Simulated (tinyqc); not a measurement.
Van der Pauw, Hall and four-point-probe measurements on a doped layer: two steps of the calculation.

A uniform n-type layer with sheet resistance Rs = 1/(q ns mu), point contacts, low field (mu B small).

Values chosen for this exercise: Hall factor rH = 1.18; magnetic field B = 0.55 T; current I = 10 uA; thickness of the layer t = 130 nm.

Constants: q = 1.602176634e-19 C. Results are converted to the units shown.

Problem 1. New z. The van der Pauw equation exp(-pi RA z) + exp(-pi RB z) = 1 is solved for z = 1/Rs: e1 = exp(-pi RA z), e2 = exp(-pi RB z), f = e1 + e2 - 1, f' = -pi (RA e1 + RB e2), z(new) = z - f/f'.

z at the start = 0.60183836 mS
RA = 75.199867 ohm
RB = 658.00564 ohm

Find: e1; e2; f; f'; z after iteration 1.

Solution 1.

e1 = 0.8675
e2 = 0.2882
f = 0.1557
f' = -0.8007 kohm
z after iteration 1 = 0.7962 mS

Problem 2. Sheet density, mobility and bulk values. Rs = 1/z; Hall sheet density B I/(q |VH|); Hall mobility |VH|/(Rs B I); true values ns = rH times the Hall density, mu = Hall mobility/rH; bulk density ns/t, resistivity Rs t; correction factor F = Rs/[(pi/ln 2)(RA + RB)/2].

converged z = 0.83313185 mS
VH = -0.77898834 mV
RA = 75.199867 ohm
RB = 658.00564 ohm

Find: Rs; Hall sheet density; Hall mobility; ns; mu; bulk density; resistivity; F.

Solution 2.

Rs = 1200 ohm/square
Hall sheet density = 4.407e12 cm^-2
Hall mobility = 1180 cm^2/(V s)
ns = 5.200e12 cm^-2
mu = 1000 cm^2/(V s)
bulk density = 4.000e17 cm^-3
resistivity = 0.01560 ohm cm
F = 0.7224

Program tinyqc, `OMP_NUM_THREADS=1 python tinyqc.py 2850216 2850217 out.jsonl`; Intel Xeon 2.30GHz, shared host, one thread, about 0.01 s.
